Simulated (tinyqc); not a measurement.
Sheet resistance of a shallow doped layer with concentration-dependent mobility and limited activation: one step, computed by the program tinyqc. Command: `OMP_NUM_THREADS=1 python tinyqc.py 3004161 3004162 out.jsonl irvin walk`. One thread of a shared host (Intel(R) Xeon(R) Processor @ 2.30GHz), about 0.02 s of CPU time with the checks.

A layer of one dopant lies in a background of the opposite type. Current flows parallel to the surface down to the junction; depletion is ignored.

Problem. Active limit and depths. C(x) = C_s erfc(x/l). Temperatures in kelvin are T(C) + 273.15. Active limit C_a = prefactor x exp(-energy/(k_B T)); the junction lies where C = C_B, and the profile exceeds C_a down to x_a (zero if C_s is below C_a). Slope at the junction in nm per decade = ln(10) C/|dC/dx|.

Inputs (values chosen for the exercise, modelled on boron in silicon):
```
quantity                         value    unit
surface concentration C_s      5.2e+19  1/cm^3
length l                            19      nm
background C_B                   2e+16  1/cm^3
prefactor of the active limit    1e+23  1/cm^3
energy of the active limit       0.724      eV
anneal temperature T               750       C
```

Profile: erfc.

Constants: k_B = 8.617333262e-05 eV/K.

Give: active limit C_a; junction depth x_j; depth x_a; abruptness at the junction.

Solution.

active limit C_a = 2.715e+19 1/cm^3

junction depth x_j = 47.70 nm

depth x_a = 8.600 nm

abruptness at the junction = 8.143 nm/decade
